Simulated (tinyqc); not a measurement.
Where in the gap a trap does harm: carrier lifetime from Shockley-Read-Hall, radiative, Auger and surface recombination. Computed by tinyqc, a small Python program. Command: `OMP_NUM_THREADS=1 python tinyqc.py 3026439 3026440 out.jsonl lifetime walk`. One thread of a shared host (Intel(R) Xeon(R) Processor @ 2.30GHz), about 0.02 s of CPU time with the checks.

Energies are counted from the top of the valence band. Boltzmann statistics, full ionisation, and equal excess densities of electrons and holes.

Inputs (values chosen for the exercise, with bands modelled on germanium):
```
quantity,value,unit
gap E_g,0.66,eV
electron mass m_e,0.226,m_0
valleys M_c,4,-
hole mass m_h,0.335,m_0
temperature T,300,K
doping N,5.5e+14,cm^-3
trap level E_t,0.271,eV
trap density N_t,7.8e+11,cm^-3
electron cross-section sigma_n,9.2e-14,cm^2
hole cross-section sigma_p,2.1e-16,cm^2
```

Doping: p-type. Surface term: two equal surfaces.

Constants: m_0 = 9.1093837015e-31 kg; k_B = 1.380649e-23 J/K; h = 6.62607015e-34 J s; k_B = 8.617333262e-05 eV/K.

Method:
- N_c = 2 M_c (2 pi m_e k_B T/h^2)^(3/2) and N_v = 2 (2 pi m_h k_B T/h^2)^(3/2), masses in units of m_0.
- n_i = sqrt(N_c N_v) exp(-E_g/2 k_B T); majority density N/2 + sqrt(N^2/4 + n_i^2), minority density n_i^2 over it.
- v = sqrt(3 k_B T/m) with m_e or m_h; tau_n0 = 1/(sigma_n v_n N_t), tau_p0 = 1/(sigma_p v_p N_t); n1 = N_c exp(-(E_g - E_t)/k_B T), p1 = N_v exp(-E_t/k_B T).
- Low injection: tau = [tau_p0 (n_0 + n1) + tau_n0 (p_0 + p1)]/(n_0 + p_0). Depleted region (n = p = 0): generation lifetime tau_g = (tau_p0 n1 + tau_n0 p1)/n_i. n1 = N_c exp(-(E_g - E_t)/k_B T), p1 = N_v exp(-E_t/k_B T).

tau_p0 = 3.02545e-04 s

n_0 = 7.78834e+11 cm^-3

N_c = 1.07844e+19 cm^-3

tau_n0 = 5.67222e-07 s

p_0 = 5.50779e+14 cm^-3

N_v = 4.86563e+18 cm^-3

n_i = 2.07115e+13 cm^-3

The same trap at other energies:
```
E_t (eV),SRH lifetime (s),generation lifetime (s)
0.040,1.0659e-03,2.8360e-02
0.099,1.0968e-04,2.8944e-03
0.165,9.4833e-06,2.2608e-04
0.231,2.0197e-06,2.7324e-05
0.297,5.7640e-06,1.2704e-04
0.330,1.7922e-05,4.5080e-04
0.363,6.1617e-05,1.6144e-03
0.429,7.7968e-04,2.0737e-02
0.495,1.0004e-02,2.6638e-01
0.561,1.2849e-01,3.4217e+00
0.620,1.2590e+00,3.3528e+01
```

The SRH lifetime (other channels left aside) stays within 10 % of its least value, among these rows, from E_t = 0.231 to 0.231 eV. The generation lifetime has a sharp minimum, among these rows at 0.231 eV and exactly at 0.239 eV, where tau_p0 n1 = tau_n0 p1, since generation needs two thermal jumps and the larger one rules.

Extremes, crossings and ranges named in words are read from the listed rows.
